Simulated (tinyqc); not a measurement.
Energy and delay of logic against supply voltage: two steps of the calculation.

One expression serves below and above threshold: I(Vg) = Ik [ln(1 + exp((Vg - VT + dd V)/(al nf Vt)))]^al, with I_on = I(V) and I_off = I(0). Gate delay td = kd C V/I_on, clock period LD td. Per gate and cycle the switching energy is act C V^2 and the leakage energy I_off V LD td. No short-circuit current, no variation. Minima are sought above 0.09 V; below a few Vt gates no longer switch and the model has no meaning.

Inputs (values chosen for the exercise); values of the order met in logic technologies: temperature T = 300 K; threshold voltage at zero drain bias VT = 0.22 V; slope factor nf = 1.44; barrier lowering per volt of supply dd = 0.03; specific current of a gate Ik = 0.31 uA; exponent of the current law al = 1.26; load capacitance of a gate C = 1.7 fF; delay factor kd = 1.1; logic depth LD = 20; activity factor act = 0.02; supply voltage V = 0.51 V.

Constants: q = 1.602176634e-19 C, kB = 1.380649e-23 J/K, Vt = kB T/q. Results are converted to the units shown.

Problem 1. Currents, delay and energies. I_on, I_off, td, clock frequency 1/(LD td), both energies and their sum.

Find: I_on; I_off; td; clock frequency; switching energy; leakage energy; energy.

Solution 1.

I_on = 3.285 uA
I_off = 1.258 nA
td = 290.3 ps
clock frequency = 0.1722 GHz
switching energy = 8.843 aJ
leakage energy = 3.727 aJ
energy = 12.57 aJ

I_on/I_off = 2610; leakage makes up 29.6 % of the energy.

Problem 2. New V. Minimum-energy supply: E(V) is the energy per gate and cycle; with h = 0.001 V, E' = (E(V + h) - E(V - h))/(2 h), E'' = (E(V - h) - 2 E(V) + E(V + h))/h^2, V(new) = V - E'/E''.

V at the start = 0.34 V

Wanted: E'; E''; V after iteration 1.

Solution 2.

E' = 12.826 aJ/V
E'' = 249.40 aJ/V^2
V after iteration 1 = 0.28857 V

tinyqc, about 0.01 s, one thread, Intel Xeon 2.30GHz (shared host): `OMP_NUM_THREADS=1 python tinyqc.py 2082193 2082194 out.jsonl`
